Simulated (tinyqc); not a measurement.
## Strained alloy layer of InAs and AlAs on (001) InP, model-solid band line-up: gaps, strain and offsets against composition

The layer is x parts of the first compound and 1 - x of the second, grown coherently on the third as substrate and barrier. Rows of the table: lattice constant a, average valence level Ea on an absolute scale, spin-orbit splitting so, gaps at Gamma, X and L, hydrostatic deformation potentials av and ac (Gamma), shear potential b, elastic constants, electron and heavy-hole (along z) masses. All are interpolated linearly in x; gaps get -C x (1 - x), taken wholly in the conduction band; real line-ups can differ from this model by 0.1 eV or more.

In-plane strain e = (a_substrate - a)/a, e_z = -2 (c12/c11) e, volume change 2 e + e_z. With v = 2 e + e_z and d = 2 b (e_z - e): Eav = Ea + av v; E_hh = Eav + so/3 - d/2; E_lh = Eav - so/6 + d/4 + sqrt(so^2 + so d + 9 d^2/4)/2; E_c = Ea + so/3 + EG + ac v (Gamma). Substrate: E_v = Ea + so/3, E_c = E_v + EG. Well depths: dEc = E_c(substrate) - E_c, dEhh = E_hh - E_v(substrate), dElh likewise; strained Gamma gap E_c - max(E_hh, E_lh); positive values confine carriers in the layer. Matthews-Blakeslee for 60-degree dislocations in a single layer: hc = k (ln(hc/bv) + 1), k = bv (1 - nu/4)/(4 pi |e| (1 + nu)), nu = c12/(c11 + c12), bv = a/sqrt(2); the larger root. The valence offset is the larger of dEhh and dElh; a dash marks |e| under 0.02 % or no root.

Values chosen for this exercise: bowing of the Gamma gap CG = 0.7 eV; bowing of the X gap CX = 0 eV; bowing of the L gap CL = 0 eV.

Binary compounds, values chosen for the exercise:
```
              close to InAs  close to AlAs  close to InP
a (angstrom)          6.058          5.661         5.869
Ea (eV)               -6.67          -7.49         -7.04
so (eV)               0.374          0.281         0.111
EG (eV)               0.352           2.96          1.36
EX (eV)                1.36           2.14          2.17
EL (eV)                1.07           2.32          1.91
av (eV)               0.986           2.47          1.26
ac (eV)               -5.08          -5.61         -4.98
b (eV)                 -1.8           -1.5         -1.69
c11 (GPa)                83            123           102
c12 (GPa)              44.6           54.1          55.9
me (m0)              0.0228          0.152        0.0791
mh (m0)               0.327          0.472         0.523
```

Results:
columns A: x; B: e (%); C: relaxed Gamma gap (eV); D: lower of X and L gaps (eV); E: strained Gamma gap (eV); F: E_hh - E_lh (meV); G: dEc (eV); H: valence offset (eV); I: hc (nm)
```
A            B       C      D       E       F         G          H     I
0.3      1.538   2.031  1.906   1.848  -106.1   -0.4423   -0.04544  5.26
0.36     1.121   1.860  1.859   1.730  -76.54   -0.3480   -0.02214  8.10
0.41    0.7766   1.721  1.808   1.634  -52.41   -0.2727  -0.001195  13.1
0.53  -0.04105   1.403  1.657   1.405   2.664   -0.1034    0.05832   445
0.58   -0.3778   1.277  1.595   1.291   24.00  -0.03765     0.1065  32.5
0.64   -0.7790   1.130  1.520   1.157   48.06   0.03746     0.1655  13.1
0.69    -1.111   1.011  1.458   1.047   66.66   0.09695     0.2156  8.22
0.75    -1.506  0.8728  1.383  0.9185   87.18    0.1646     0.2769  5.43
```

Estimate the missing row, x = 0.47.

Computed row:
columns A: x; B: e (%); C: relaxed Gamma gap (eV); D: lower of X and L gaps (eV); E: strained Gamma gap (eV); F: E_hh - E_lh (meV); G: dEc (eV); H: valence offset (eV); I: hc (nm)
```
A          B      C      D      E       F        G        H     I
0.47  0.3661  1.560  1.732  1.520  -24.28  -0.1859  0.02598  33.7
```

With this row back in the table: The relaxed Gamma gap falls from 2.03 to 0.873 eV and the strained one falls from 1.85 to 0.918 eV. The lattice matches the substrate at x = 0.524; the heavy hole is on top where the layer is compressed (e < 0) and the light hole where it is stretched. The relaxed alloy turns direct at x = 0.360. dEc rises from -0.442 to 0.165 eV and the valence offset rises from -0.0454 to 0.277 eV. At the largest strain listed, 1.54 %, strain changes the gap by -183 meV. For x = 0.3, 0.36 the lowest conduction valley of the relaxed alloy is X or L, so the gap and dEc listed hold for Gamma only.

Program tinyqc, `OMP_NUM_THREADS=1 python tinyqc.py 2690048 2690049 out.jsonl`; Intel Xeon 2.30GHz, shared host, one thread, about 0.01 s.
